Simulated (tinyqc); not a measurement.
# Worked calculation: Schottky barrier on an n-type semiconductor with a doping step, non-linear Poisson equation by Newton steps

tinyqc, about 0.07 s, one thread, Intel Xeon 2.30GHz (shared host): `OMP_NUM_THREADS=1 python tinyqc.py 2020129 2020130 out.jsonl` Printed values are rounded.

One dimension, metal at x = 0, donor density C(x) = N1 for x < x1 and Nd beyond. Energies are counted from the electron Fermi level of the semiconductor and the conduction-band edge is Ec = -psi, so n = Nc exp(psi/Vt); holes follow the Fermi level of the metal, at -V, so p = Nv exp((V - psi - Eg)/Vt). Ends: psi(0) = V - phiB and psi = Vt ln(Nd/Nc) deep inside. Boltzmann statistics, full ionisation, no current, no image force in the Poisson equation.

Parameters, values chosen for the exercise; band and dielectric values those of a made-up semiconductor:
```
symbol,value,unit,meaning
T,300,K,temperature
Eg,1.07,eV,band gap
eps_r,13.3,,relative permittivity
Nc,2.44e19,cm^-3,conduction-band density of states at T
Nv,2.83e19,cm^-3,valence-band density of states at T
Nd,3.7e15,cm^-3,donor density deep in the semiconductor
phiB,0.45,eV,barrier height
V,0,V,bias of the metal against the semiconductor
x1,480,nm,depth of the doping step
N1,3.7e14,cm^-3,donor density above the step
```

Constants: q = 1.602176634e-19 C, kB = 1.380649e-23 J/K, Vt = kB T/q, eps0 = 8.8541878128e-14 F/cm where lengths are in cm. Results are converted to the units shown.

## End potentials, built-in voltage, Debye length

psi_0 = V - phiB, psi_b = Vt ln(Nd/Nc), Vbi = phiB - Vt ln(Nc/Nd), LD = sqrt(eps0 eps_r Vt/(q Nd)), W = sqrt(2 eps0 eps_r (Vbi - V)/(q Nd)), hole density at the metal p_0 = Nv exp((phiB - Eg)/Vt).

psi_0 = -0.45 V
psi_b = -0.227343 V
Vbi = 0.222657 V
LD = 71.6624 nm
W for uniform Nd = 297.425 nm
p_0 = 1.08704e9 cm^-3

The hole density at the metal is 2.9e-7 times Nd, so holes hardly matter.

## Doping on the mesh

x, node 0 to 12 (nm): [0, 64, 136, 217, 309, 412, 528, 658, 806, 972, 1160, 1370, 1610]

C = N1 for x < x1 and Nd beyond, taken at the nodes.

donor density C, node 0 to 12 (cm^-3): [3.7e14, 3.7e14, 3.7e14, 3.7e14, 3.7e14, 3.7e14, 3.7e15, 3.7e15, 3.7e15, 3.7e15, 3.7e15, 3.7e15, 3.7e15]

## Couplings between neighbouring nodes

a_i = eps0 eps_r/h_i for the interval from node i to i + 1, with h_i = x_(i+1) - x_i in cm.

coupling a_i, interval 0 to 11 (F/cm^2): [1.84001e-7, 1.63557e-7, 1.45384e-7, 1.28001e-7, 1.14331e-7, 1.01518e-7, 9.05852e-8, 7.95680e-8, 7.09402e-8, 6.26387e-8, 5.60765e-8, 4.90670e-8]

## Starting potential

The parabola psi_b - (psi_b - psi_0)(1 - x/W)^2 for x < W and psi_b beyond, with psi_0 = V - phiB, psi_b = Vt ln(Nd/Nc), W = sqrt(2 eps0 eps_r (psi_b - psi_0)/(q Nd)).

psi at the start, node 0 to 12 (V): [-0.450000, -0.364487, -0.292931, -0.243623, -0.227343, -0.227343, -0.227343, -0.227343, -0.227343, -0.227343, -0.227343, -0.227343, -0.227343]

## Iteration 1: densities, residual and Jacobian diagonal

n_i = Nc exp(psi_i/Vt), p_i = Nv exp((V - psi_i - Eg)/Vt), rho_i = p_i - n_i + C_i, g_i = (n_i + p_i)/Vt. Box widths w_i = (h_(i-1) + h_i)/2 in cm. Residual F_i = a_i (psi_(i+1) - psi_i) - a_(i-1) (psi_i - psi_(i-1)) + q rho_i w_i; Jacobian: a_(i-1) and a_i beside the diagonal, b_i = -a_(i-1) - a_i - q g_i w_i on it. The two end nodes are fixed.

n, node 0 to 12 (cm^-3): [6.72547e11, 1.83774e13, 2.92666e14, 1.97107e15, 3.7e15, 3.7e15, 3.7e15, 3.7e15, 3.7e15, 3.7e15, 3.7e15, 3.7e15, 3.7e15]
p, node 0 to 12 (cm^-3): [1.08704e9, 3.97818e7, 2.49801e6, 3.70907e5, 1.97590e5, 1.97590e5, 1.97590e5, 1.97590e5, 1.97590e5, 1.97590e5, 1.97590e5, 1.97590e5, 1.97590e5]
residual F, node 1 to 11 (C/cm^2): [-3.64799e-9, -4.44018e-9, -7.30350e-9, -7.28577e-9, -5.84210e-9, 3.89385e-19, 4.40037e-19, 4.97020e-19, 5.60335e-19, 6.29981e-19, 7.12290e-19]
diagonal b, node 1 to 11 (F/cm^2): [-3.48332e-7, -3.22816e-7, -3.79050e-7, -4.65906e-7, -4.66940e-7, -4.74151e-7, -4.88890e-7, -5.10521e-7, -5.39453e-7, -5.75037e-7, -6.21085e-7]

## Iteration 1: Newton step

Solve the tridiagonal system a_(i-1) d_(i-1) + b_i d_i + a_i d_(i+1) = -F_i for nodes 1 to 11, with d = 0 on fixed nodes. Each component d is damped to sign(d) Vt ln(1 + |d|/Vt) before it is added.

Newton step d, before damping, node 1 to 11 (V): [-0.0368898, -0.0562614, -0.0528830, -0.0356431, -0.0223167, -0.0049583, -0.0009431, -0.0001498, -0.0000199, -0.0000022, -0.0000002]
psi after iteration 1, node 0 to 12 (V): [-0.450000, -0.387408, -0.322808, -0.272414, -0.249745, -0.243431, -0.231879, -0.228269, -0.227492, -0.227363, -0.227345, -0.227343, -0.227343]

## Iteration 2: densities, residual and Jacobian diagonal

As before.

n, node 0 to 12 (cm^-3): [6.72547e11, 7.57216e12, 9.21409e13, 6.47186e14, 1.55545e15, 1.98578e15, 3.10456e15, 3.56978e15, 3.67869e15, 3.69715e15, 3.69969e15, 3.69997e15, 3.7e15]
p, node 0 to 12 (cm^-3): [1.08704e9, 9.65489e7, 7.93441e6, 1.12964e6, 4.70015e5, 3.68160e5, 2.35487e5, 2.04798e5, 1.98735e5, 1.97743e5, 1.97607e5, 1.97592e5, 1.97590e5]
residual F, node 1 to 11 (C/cm^2): [-5.56362e-10, -2.89878e-9, -4.80888e-9, -4.03158e-9, -2.38386e-9, 3.27643e-10, 2.48489e-11, 9.61295e-13, 2.33883e-14, 3.86022e-16, 4.35056e-18]
diagonal b, node 1 to 11 (F/cm^2): [-3.47877e-7, -3.13309e-7, -3.08079e-7, -3.36320e-7, -3.50609e-7, -4.28761e-7, -4.77672e-7, -5.08447e-7, -5.39140e-7, -5.74998e-7, -6.21081e-7]

## Iteration 2: Newton step

As before.

Newton step d, before damping, node 1 to 11 (V): [-0.0235381, -0.0466628, -0.0541414, -0.0397414, -0.0210278, -0.0043837, -0.0008002, -0.0001257, -0.0000167, -0.0000018, -0.0000002]
psi after iteration 2, node 0 to 12 (V): [-0.450000, -0.404144, -0.349472, -0.301616, -0.273816, -0.258818, -0.235928, -0.229057, -0.227617, -0.227379, -0.227347, -0.227343, -0.227343]

## Course of the Newton iteration

Stop when the largest undamped |d| is below 1e-9 V, or after 80 iterations.

Course of the iteration:
```
iteration  largest |F| (C/cm^2)  largest |d| (V)  at node
1                       7.30e-9           0.0563        2
2                       4.81e-9           0.0541        3
3                       3.18e-9           0.0429        3
4                       1.90e-9           0.0241        3
5                      8.37e-10          8.32e-3        3
6                      1.68e-10          1.20e-3        3
7                      5.27e-12          2.83e-5        3
8                      3.61e-15          1.60e-8        3
9                      1.28e-21          < 1e-14        3
```

Converged in 9 iterations. Once the step is below 0.1 Vt, 3 more iteration(s) reach the threshold: near the solution the error is roughly squared each time.

## Converged densities, field and barrier lowering

converged psi, node 0 to 12 (V): [-0.450000, -0.418768, -0.386081, -0.352360, -0.317748, -0.282522, -0.241679, -0.230170, -0.227794, -0.227403, -0.227349, -0.227343, -0.227343]

n and p as above; E_i = -(psi_(i+1) - psi_i)/h_i; at the metal |E_0| = |E on interval 0| + q rho_0 (h_0/2)/(eps0 eps_r), rho_0 = p_0 - n_0 + C_0; image-force lowering dphi = sqrt(q |E_0|/(4 pi eps0 eps_r)).

n, node 0 to 12 (cm^-3): [6.72547e11, 2.25115e12, 7.97114e12, 2.93767e13, 1.12062e14, 4.37756e14, 2.12503e15, 3.31673e15, 3.63591e15, 3.69139e15, 3.69905e15, 3.69991e15, 3.7e15]
p, node 0 to 12 (cm^-3): [1.08704e9, 3.24760e8, 9.17164e7, 2.48866e7, 6.52392e6, 1.67007e6, 3.44034e5, 2.20423e5, 2.01073e5, 1.98051e5, 1.97641e5, 1.97595e5, 1.97590e5]
field E, interval 0 to 11 (kV/cm): [-4.88007, -4.53985, -4.16304, -3.76218, -3.42001, -3.52096, -0.88531, -0.16049, -0.02359, -0.00285, -0.00029, -0.00002]
|E_0| at the metal = 5.04087 kV/cm
image-force lowering = 7.38759 mV

A mesh of about 1000 nodes or more gives |E_0| = 5.022 kV/cm; the 13-node value is 0.38 % above it.
